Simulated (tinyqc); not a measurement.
Tight binding, kagome lattice, step by step. One step of it, computed by the program tinyqc.

Problem. Levels at k. Diagonalise the Hermitian matrix.

H(k) at k (eV), lower triangle (Hermitian):
```
,A,B,C
A,0.000000
B,-2.626829-0.674455i,0.000000
C,-2.292394+1.078719i,-1.662334+1.375202i,0.590000
```

Give: eigenvalues; weights |c|^2 of the basis functions.

Solution.

eigenvalues (eV): -4.769  2.451  2.908

weights |c|^2 of the basis functions:
```
,band 1,band 2,band 3
A,0.377,0.029,0.594
B,0.345,0.563,0.092
C,0.278,0.409,0.314
```
